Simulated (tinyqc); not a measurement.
Grain-boundary trapping model (Seto) of a polycrystalline semiconductor film: one step, computed by the program tinyqc. Command: `OMP_NUM_THREADS=1 python tinyqc.py 3000160 3000161 out.jsonl poly walk`. One thread of a shared host (Intel(R) Xeon(R) Processor @ 2.30GHz), about 0.01 s of CPU time with the checks.

Grains of equal size L are joined by thin boundaries with one trap level. Trapped carriers deplete a width W on each side and raise a barrier, crossed by thermionic emission. Dopants are fully ionised, statistics are non-degenerate and mu_g does not depend on T.

Problem. Activation energy. N_c(T) = N_c (T/300 K)^(3/2). Filled traps Q = Q_t/(1 + (1/2) exp((E_t* - E_F)/k_B T)), where E_t* = e V_B - E_t and E_F are counted from the band edge at the grain centre. Partial depletion: Q = 2 N W, V_B = e N W^2/(2 eps eps_0), E_F = k_B T ln(N/N_c); solve for W. If that W would exceed L/2 the grain is fully depleted: W = L/2, Q = N L, and E_F follows from the trap equation. Centre density n_0 = N_c exp(E_F/k_B T). Boundary: sigma_b = L e^2 n_0 exp(-e V_B/k_B T)/sqrt(2 pi m k_B T); rho = 1/sigma_b. Mean carrier density n_av = n_0 [(1 - 2W/L) + (2W/L) (sqrt(pi)/2) erf(y)/y], y = sqrt(e V_B/k_B T); effective mobility 1/(e n_av rho). E_a = d ln(rho)/d(1/k_B T) from T - 5 K and T + 5 K; temperature coefficient d ln(rho)/dT.

Inputs (values chosen for the exercise, modelled on polycrystalline silicon): permittivity eps = 11.7; effective mass m = 0.3 m_0; effective density of states at 300 K, N_c = 2.8e+19 1/cm^3; grain size L = 18 nm; trap density Q_t = 1.7e+12 1/cm^2; trap level E_t below the band edge = 0.52 eV; doping N = 3.4e+18 1/cm^3; temperature T = 250 K.

Grain interior: neglected.

Constants: k_B = 8.617333262e-05 eV/K; e = 1.602176634e-19 C; eps_0 = 8.8541878128e-12 F/m; m_0 = 9.1093837015e-31 kg; k_B = 1.380649e-23 J/K.

Give: activation energy E_a; temperature coefficient.

Solution.

activation energy E_a = 0.005664 eV

temperature coefficient = -0.1052 %/K
